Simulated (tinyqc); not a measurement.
# MOS capacitor on a p-type substrate, surface potential from the exact charge relation: Capacitance-voltage curves

Uniform p-type substrate, Boltzmann statistics, full ionisation, classical densities. psi is the surface potential against the body (positive when the bands bend down) and u = psi/Vt. Traps are spread evenly over the gap and neutral at flat band, so their charge is -q Dit psi; the minority quasi-Fermi level is shifted by Vb.

ni = sqrt(Nc Nv) exp(-Eg/(2 Vt)), Eg in volts; phiF = Vt ln(N/ni); Cox = eps0 eox/tox; Vfb = phiM - chi - (Eg - Vt ln(Nv/N)) - q Nf/Cox; Q0 = sqrt(2 eps0 eps_r q N Vt); r = (ni/N)^2 exp(-Vb/Vt); VT = Vfb + [(2 phiF + Vb)(1 + q Dit/Cox) + sqrt(2 eps0 eps_r q N (2 phiF + Vb))/Cox]. u = psi/Vt; F^2 = exp(-u) + u - 1 + r (exp(u) - u - 1); Qs = -sign(u) Q0 F; Cs = -dQs/dpsi = (Q0/Vt) |1 - exp(-u) + r (exp(u) - 1)|/(2 F). psi solves Vg = Vfb + psi + (q Dit psi - Qs)/Cox. Low frequency: 1/C_LF = 1/Cox + 1/(Cs + q Dit). High frequency, in the simple estimate in which traps and minority carriers do not follow: 1/C_HF = 1/Cox + 1/Cd, Cd being Cs with r = 0 at the same psi. Deep depletion: r = 0 and Dit = 0 both in the equation for psi and in Cs. Minority sheet density N_inv = (Q0/(2 q)) int_0^u r (exp(t) - 1)/F(t) dt for u > 0. N_inv under 1 cm^-2 is printed as 0. Regimes: accumulation when majority carriers gather, then depletion up to |psi| = phiF + Vb, weak inversion up to 2 phiF + Vb, strong inversion beyond.

Inputs (values chosen for the exercise); band and dielectric values close to those of silicon:
```
symbol    value         unit                                                                 meaning
T           300            K                                                             temperature
Eg          1.1           eV                                                                band gap
eps_r      11.7                                                                relative permittivity
Nc      2.76e19        cm^-3                                  conduction-band density of states at T
Nv      2.62e19        cm^-3                                     valence-band density of states at T
chi        4.01           eV                                                       electron affinity
N        5.1e15        cm^-3                                       acceptor density of the substrate
eox         3.9               relative permittivity of the gate insulator (close to silicon dioxide)
tox         2.1           nm                                                     insulator thickness
phiM       4.66           eV                                                      gate work function
Nf      -3.4e10        cm^-2                            fixed charge at the interface, in units of q
Dit           0  cm^-2 eV^-1                                              density of interface traps
Vb          0.9            V                    reverse bias of the inversion layer against the body
```

Constants: q = 1.602176634e-19 C, kB = 1.380649e-23 J/K, Vt = kB T/q, eps0 = 8.8541878128e-14 F/cm where lengths are in cm. Results are converted to the units shown.

Results:
```
Vg (V)  psi (V)  C_LF/Cox  C_HF/Cox  C_deep/Cox  N_inv (cm^-2)            regime
-0.81   -0.2314    0.8723    0.8723      0.8723              0      accumulation
-0.51   -0.1722    0.6860    0.6860      0.6860              0      accumulation
-0.21   0.01435   0.08445   0.08445     0.08445              0         depletion
0.39     0.5969   0.01629   0.01629     0.01629              0         depletion
0.69     0.8925   0.01326   0.01326     0.01326              0         depletion
0.99      1.189   0.01147   0.01147     0.01147           2042         depletion
1.28      1.476   0.01072   0.01028     0.01028        1.202e8    weak inversion
1.58      1.715    0.6065  0.009536    0.009377       6.048e11  strong inversion
1.88      1.783    0.8606  0.009349    0.008675       2.978e12  strong inversion
2.18      1.815    0.9193  0.009267    0.008110       5.734e12  strong inversion
```

Estimate the missing row, Vg = 0.09 V.

Computed row:
```
Vg (V)  psi (V)  C_LF/Cox  C_HF/Cox  C_deep/Cox  N_inv (cm^-2)     regime
0.09     0.3026   0.02323   0.02323     0.02323              0  depletion
```

With this row back in the table: C_LF/Cox is lowest, 0.0107, at Vg = 1.28 V (weak inversion) among the rows listed and is 0.919 in the last row, where C_HF/Cox is 0.00927 and the deep-depletion value 0.00811. Vfb = -0.226 V, where C_HF/Cox = 0.0991 (Cox in series with eps0 eps_r/LD), and VT = 1.36 V. Over the last two rows psi moves by only 0.11 V a volt of gate bias, since the inversion charge screens the body. In strong accumulation and inversion degeneracy and confinement, left out here, lower the capacitance.

tinyqc, about 0.01 s, one thread, Intel Xeon 2.30GHz (shared host): `OMP_NUM_THREADS=1 python tinyqc.py 2060116 2060117 out.jsonl`
